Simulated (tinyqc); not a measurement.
Ground and coupling capacitance from two measurements.

Question. A line has Cg to the planes and Cc to each of two neighbours. Find Cg, Cc, the load when both neighbours switch in antiphase, and the pulse on the line when it floats and both neighbours swing by Vx.

Values chosen for this exercise:
- Vx = 0.8 V (swing)

capacitance with neighbours driven alike and with neighbours grounded (aF/um): 88  270

Answer. Driven alike, Cc carries no charge, which leaves Cg; grounded neighbours give Cg + 2 Cc, antiphase Cg + 4 Cc; a floating line divides the swing as 2 Cc/(Cg + 2 Cc).

Cg = 88.00 aF/um
Cc = 91.00 aF/um
load in antiphase = 452.0 aF/um
pulse = 0.5393 V

Program tinyqc, `OMP_NUM_THREADS=1 python tinyqc.py 2790160 2790161 out.jsonl`; Intel Xeon 2.30GHz, shared host, one thread, about 0.8 s.
